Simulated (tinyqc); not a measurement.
# Worked calculation: pillar capacitor in an array: capacitance, non-linearity, leakage and relaxation

Computed by the program tinyqc: `OMP_NUM_THREADS=1 python tinyqc.py 2102040 2102041 out.jsonl`, one thread of a shared Intel Xeon 2.30GHz, about 0.01 s for the whole run. Printed values are rounded.

A film between two metal electrodes, each interface adding a series capacitance ci. The small-signal permittivity is ek (1 + aq E^2); the field is found with the linear permittivity. Leakage J = J0 sinh(E/Ef). After a voltage step the film passes a relaxation current kr C V tt^(-nr), tt being the time in seconds. The sidewall is a coaxial capacitor with radii a = dm/2 and b = dm/2 + t, depth AR dm; the end face is left out.

Parameters, values chosen for the exercise; permittivity of the order of that of aluminium oxide:
- ek = 9.3 (relative permittivity of the film)
- t = 4.2 nm (film thickness)
- ci = 210 uF/cm^2 (capacitance of each electrode interface (dead layer and screening))
- aq = 0.0043 cm^2/MV^2 (quadratic field coefficient of the permittivity)
- V = 1.2 V (bias)
- J0 = 4.1e-11 A/cm^2 (leakage prefactor)
- Ef = 0.46 MV/cm (field for an e-fold rise of the leakage)
- dm = 37 nm (diameter of the pillar)
- AR = 30 (aspect ratio, depth over diameter)
- pt = 83 nm (pitch of the square array)
- rho = 380 uohm cm (resistivity of the inner electrode)

Constants: eps0 = 8.8541878128e-14 F/cm where lengths are in cm. Results are converted to the units shown.

## Planar capacitance, field and non-linearity

Planar film: Cf = eps0 ek/t, 1/C = 1/Cf + 2/ci, EOT = 3.9 eps0/C, effective permittivity C t/eps0, E = (V/t) C/Cf; quadratic coefficient [C(V)/C - 1]/V^2 with Cf (1 + aq E^2) in C(V).

Cf = 1.960570 uF/cm^2
C = 1.924633 uF/cm^2
EOT = 1.794177 nm
effective permittivity = 9.129532
E = 2.804772 MV/cm
quadratic coefficient = 23046.10 ppm/V^2
J = 9.115668e-9 A/cm^2

The interfaces take 1.83 % of the voltage.

## Cell capacitance, fields and time constant

Per length 1/c = ln(b/a)/(2 pi eps0 ek) + (1/a + 1/b)/(2 pi ci); cell capacitance c AR dm; per footprint over pt^2; fields c V/(2 pi eps0 ek r) at r = a and b; resistance of the inner electrode rho AR dm/(pi a^2); time constant R C/3 of the distributed line.

a = 18.5 nm
b = 22.7 nm
cell capacitance = 2.755188 fF
capacitance per footprint = 39.99401 uF/cm^2
field at a = 3.111904 MV/cm
field at b = 2.536133 MV/cm
R = 3.922954 kohm
R C/3 = 3.602825 ps

The array gives 20.8 times the planar capacitance per footprint; curvature makes the field at the inner electrode 1.11 times the planar value.
